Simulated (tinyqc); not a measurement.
Carrier lifetime of a p-type layer with SRH, radiative, Auger and surface recombination: effect of the trap level below the conduction band at dn = 3e13 cm^-3.

Uniform excess density dn = dp (no trapping), n = n0 + dn, p = p0 + dn, Boltzmann statistics, full ionisation. Surfaces enter as a rate 2 S dn/d, which holds while diffusion to them is fast.

ni = sqrt(Nc Nv) exp(-Eg/(2 Vt)), Eg in volts; majority density N/2 + sqrt(N^2/4 + ni^2), n0 p0 = ni^2; n1 = Nc exp(-Et/Vt), p1 = Nv exp((Et - Eg)/Vt); tn0 = 1/(sn vth Nt), tp0 = 1/(sp vth Nt). With e = n p - ni^2 = dn (n0 + p0 + dn): U_SRH = e/(tp0 (n + n1) + tn0 (p + p1)), U_rad = B e, U_Aug = (Cn n + Cp p) e, U_s = 2 S dn/d. Each tau is dn over its rate; tau = dn/U with U the sum. Here dn = 3e13 cm^-3.

Values chosen for this exercise; band and dielectric values close to those of cadmium telluride: temperature T = 300 K; band gap Eg = 1.5 eV; conduction-band density of states at T Nc = 8.08e17 cm^-3; valence-band density of states at T Nv = 1.82e19 cm^-3; radiative coefficient B = 1.97e-10 cm^3/s; acceptor density N = 1.7e14 cm^-3; Auger coefficient (two electrons) Cn = 1.4e-30 cm^6/s; Auger coefficient (two holes) Cp = 5.3e-31 cm^6/s; trap density Nt = 1.2e10 cm^-3; capture cross-section for electrons sn = 3e-14 cm^2; capture cross-section for holes sp = 2e-14 cm^2; thermal velocity (both carriers) vth = 2.4e7 cm/s; surface recombination velocity (both faces) S = 0 cm/s; sample thickness d = 300 um.

Constants: q = 1.602176634e-19 C, kB = 1.380649e-23 J/K, Vt = kB T/q. Results are converted to the units shown.

The same in every row: tau_rad (s) = 2.538e-5; tau_Aug (s) = 33.78.

Effect of the trap level below the conduction band at dn = 3e13 cm^-3:
```
Et (eV)  tau_SRH (s)   tau (s)  radiative share (%)  largest path
0.06         0.06901  2.537e-5                99.96     radiative
0.23        2.378e-4  2.293e-5                90.35     radiative
0.4         1.419e-4  2.153e-5                84.83     radiative
0.58        1.418e-4  2.153e-5                84.82     radiative
0.75        1.418e-4  2.153e-5                84.82     radiative
0.92        1.418e-4  2.153e-5                84.82     radiative
1.09        1.431e-4  2.156e-5                84.94     radiative
1.27        0.001583  2.498e-5                98.42     radiative
1.44           1.034  2.538e-5                100.0     radiative
```

What does the comparison show?

Radiative recombination leads at Et = 0.06 and in all other rows. tau_SRH goes from 0.0690 through a minimum of 1.42e-4 (at Et = 0.58 and 0.75 and 0.92 among the rows listed) to 1.03 s and the total lifetime goes from 2.54e-5 through a minimum of 2.15e-5 (at Et = 0.58 and 0.75 and 0.92 among the rows listed) to 2.54e-5 s. tau_SRH is within a factor 1.5 of its lowest value for Et from 0.4 to 1.09 eV; nearer a band edge n1 or p1 outgrows the carrier densities and the trap re-emits what it captured.

Program tinyqc, `OMP_NUM_THREADS=1 python tinyqc.py 2300103 2300104 out.jsonl`; Intel Xeon 2.30GHz, shared host, one thread, about 0.01 s.
